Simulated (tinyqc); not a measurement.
Band offset of a heterojunction with an interface dipole (two-band chains, self-consistent charge): sweeps and comparisons. A value that a table varies takes the place of the one given here.

Sites alternate A, C. Left: A at -G1/2, C at +G1/2, hopping -t1; right: A at D - G2/2, C at D + G2/2, hopping -t2; the bonds across the two interfaces of a ring (C left to A right, C right to A left) have -sqrt(t1 t2). D is the offset of the mid-gaps, so Ev(right) - Ev(left) = D - (G2 - G1)/2 and Ec(right) - Ec(left) = D + (G2 - G1)/2. The closing bond has its sign reversed (antiperiodic ring). Half the levels are filled with two electrons each. The charge moved is q = (electrons on the left) less one a site; the mean over the two interfaces, q/2, is taken as the charge that crosses each, and its dipole opposes the offset: D = D0 - u q/2.

From here on the ring has 24 cells a side.

Inputs chosen for the exercise (gaps near those of InGaAs and InP; the chains and D0 are free models, so the offsets are not those of the real pair; not measured data):
```
symbol  value  unit  meaning
G1      0.72   eV    gap on the left
G2      1.29   eV    gap on the right
t1      2.34   eV    hopping on the left
t2      1.65   eV    hopping on the right
u       8      eV    potential step per electron moved across
D0      -0.17  eV    mid-gap of the right side above that of the left, without dipole
```

## Where the moved charge sits

D = -0.05414 eV

Electrons in cell k from an interface at the self-consistent D, less those at D = 0. Interface 1 joins C left to A right, interface 2 C right to A left. The decay lengths 1/(2 kappa a) are those of mid-gap states, cosh(kappa a) = 1 + G^2/(8 t^2).

Change of the electron count:
```
k  left of 1  right of 1  left of 2  right of 2
1   -0.00537     0.00869   -0.00554     0.00896
2   -0.00294     0.00322   -0.00304     0.00332
3   -0.00188     0.00134   -0.00195     0.00138
4   -0.00126     0.00057   -0.00130     0.00059
5   -0.00086     0.00025   -0.00088     0.00025
6   -0.00059     0.00011   -0.00061     0.00011
```

decay lengths (cells): left 3.253, right 1.287

Over six cells interface 1 moves -0.0129 electrons to the left side and +0.0142 to the right, interface 2 -0.0133 and +0.0146: each change is a dipole, and the two differ because the bonds join different sites. The first cells hold 52 % of it at interface 1. The tail is longer on the left, where the gap is smaller against the hopping: from k = 2 to 4 it falls by a factor 2.34, and pure mid-gap decay would give 1.85; the exponential carries a prefactor that falls as a power of the distance, so the first cells drop faster.

## Screening of the starting offset

chi = 0.534739 1/eV

D0 is varied; the self-consistent D is found by bisection. chi = dq/dD at D = 0; the linear rule is D = S D0 with S = 1/(1 + u chi/2). The gap of the junction closes (type III) at |D| = (G1 + G2)/2.

Against D0:
```
2 D0/(G1 + G2)  D0 (eV)  q at D0   D (eV)    D/D0  linear (eV)
-0.85            -0.854  -0.5274  -0.2699  0.3160      -0.2721
-0.55            -0.553  -0.3116  -0.1755  0.3175      -0.1761
-0.30            -0.301  -0.1637  -0.0960  0.3183      -0.0961
-0.15            -0.151  -0.0809  -0.0480  0.3185      -0.0480
0.10              0.101   0.0538   0.0320  0.3185       0.0320
0.25              0.251   0.1358   0.0800  0.3184       0.0800
0.50              0.502   0.2805   0.1596  0.3177       0.1601
0.80              0.804   0.4861   0.2543  0.3163       0.2561
0.95              0.955   0.6240   0.3011  0.3153       0.3042
```

D/D0 lies between 0.315 and 0.319, against S = 0.319 from chi at D = 0; the linear rule misses by at most 3 meV. q is odd in D. Most of the starting offset is screened, which draws the neutrality levels together.

## Wider gaps screen less

G2 is varied. chi = (q(+0.01) - q(-0.01))/0.02 at D = 0, S = 1/(1 + u chi/2).

Against G2:
```
G2 (eV)  chi (1/eV)       S
0.7         0.74580  0.2511
1.1         0.58780  0.2984
1.5         0.48610  0.3396
2.3         0.35761  0.4114
3.4         0.25340  0.4966
5.5         0.14586  0.6315
7.0         0.10289  0.7084
9.0         0.06740  0.7876
```

chi falls from 0.7458 to 0.0674 1/eV, a factor 11.1, and S rises from 0.251 to 0.788: charge crosses through the tails of states that tunnel into the other gap, and these shorten as the gap widens. u is kept fixed, though a wider gap also screens less and would raise it.

## What each parameter does

Self-consistent D by bisection, q there, and the two offsets. Each row changes one parameter from the base and keeps the others.

Results:
```
case             D (eV)        q  valence offset (eV)  conduction offset (eV)
base            -0.0541  -0.0290              -0.3391                  0.2309
G1 = 0.828 eV   -0.0562  -0.0285              -0.2872                  0.1748
G2 = 1.483 eV   -0.0574  -0.0281              -0.4389                  0.3241
t1 = 2.691 eV   -0.0542  -0.0289              -0.3392                  0.2308
t2 = 1.897 eV   -0.0541  -0.0290              -0.3391                  0.2309
D0 = -0.196 eV  -0.0624  -0.0334              -0.3474                  0.2226
u = 9.2 eV      -0.0491  -0.0263              -0.3341                  0.2359
```

The largest shifts from the base row, up to three for each result and ties (the steps differ in size, so this ranks the rows, not the parameters). D (eV): D0 -0.0083, u +0.0050, G2 -0.0033; unchanged at the printed digits by t2. q: D0 -0.0044, u +0.0027, G2 +0.0008; unchanged at the printed digits by t2. valence offset (eV): G2 -0.0998, G1 +0.0520, D0 -0.0083; unchanged at the printed digits by t2. conduction offset (eV): G2 +0.0932, G1 -0.0560, D0 -0.0083; unchanged at the printed digits by t2.

Run: tinyqc, `OMP_NUM_THREADS=1 python tinyqc.py 1481037 1481038 out.jsonl`; Intel(R) Xeon(R) Processor @ 2.30GHz, one thread, shared host; about 0.4 s of CPU time with all checks.
